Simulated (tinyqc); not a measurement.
# Schottky diode by thermionic emission with image-force lowering and series resistance, step by step

Program tinyqc, `OMP_NUM_THREADS=1 python tinyqc.py 2640097 2640098 out.jsonl`; Intel Xeon 2.30GHz, shared host, one thread, about 0.01 s. Printed values are rounded.

Metal on an n-type semiconductor with one parabolic valley; V > 0 is forward bias (metal positive). I = I0 [exp(Vj/(n Vt)) - 1] with Vj = V - I Rs; I0 = S A* T^2 exp(-(phi - dphi)/Vt), the lowering dphi taken at zero bias.

Values chosen for this exercise; band and dielectric values close to those of indium phosphide: temperature T = 200 K; electron mass me = 0.0788 m0; relative permittivity eps_r = 12.5; barrier height seen from the metal phi = 0.77 eV; donor density Nd = 5.3e15 cm^-3; area S = 1.2e-5 cm^2; ideality factor n = 1.03; series resistance Rs = 0.81 ohm; applied bias V = 0.86 V.

Constants: q = 1.602176634e-19 C, kB = 1.380649e-23 J/K, h = 6.62607015e-34 J s, m0 = 9.1093837015e-31 kg, Vt = kB T/q, eps0 = 8.8541878128e-14 F/cm where lengths are in cm. Results are converted to the units shown.

Range of the model: At the applied forward bias V the junction voltage comes within 3 Vt of Vbi (or passes it), where the depletion layer is gone and the emission formula overstates the current.

## Saturation current

A* = 4 pi q me m0 kB^2/h^3 (times 1e-4 for A/(cm^2 K^2)); Nc = 2 (2 pi me m0 kB T/h^2)^1.5 (times 1e-6 for cm^-3); xi = Vt ln(Nc/Nd), Vbi = phi - xi; surface field Em = sqrt(2 q Nd (Vbi - V - Vt)/(eps0 eps_r)); dphi = sqrt(q Em/(4 pi eps0 eps_r)). Here V = 0 in Em.

A* = 9.46965 A/(cm^2 K^2)
Nc = 3.02151e17 cm^-3
Vbi = 0.700316 V
Em = 32.3754 kV/cm
dphi = 19.3121 meV
I0 = 5.50898e-19 A

The lowering raises I0 by a factor of 3.07.

## Iteration 1: junction voltage

Vj at the start = 0.39 V

Newton step for g(Vj) = Vj + Rs I0 [exp(Vj/(n Vt)) - 1] - V = 0: Vj(new) = Vj - g/g', g' = 1 + Rs I0 exp(Vj/(n Vt))/(n Vt).

Vj after iteration 1 = 0.860000 V

## Iteration 2: junction voltage

As before.

Vj after iteration 2 = 0.842249 V

## Course of the iteration

Stop when Vj changes by less than 1e-10 V, or after 50 iterations.

Course of the iteration:
```
iteration	Vj (V)	change (V)
1	0.860000	0.470
2	0.842249	0.0178
3	0.824501	0.0177
4	0.806763	0.0177
5	0.789063	0.0177
6	0.771486	0.0176
7	0.754296	0.0172
8	0.738248	0.0160
9	0.725156	0.0131
10	0.717685	7.47e-3
11	0.715801	1.88e-3
12	0.715706	9.56e-5
13	0.715705	2.30e-7
14	0.715705	1.33e-12
```

Converged in 14 iterations.

## Current and small-signal resistance

converged Vj = 0.715705 V

I = I0 [exp(Vj/(n Vt)) - 1], dV/dI = Rs + n Vt/(I + I0).

I = 178.141 mA
drop over Rs = 0.144295 V
dV/dI = 0.909650 ohm
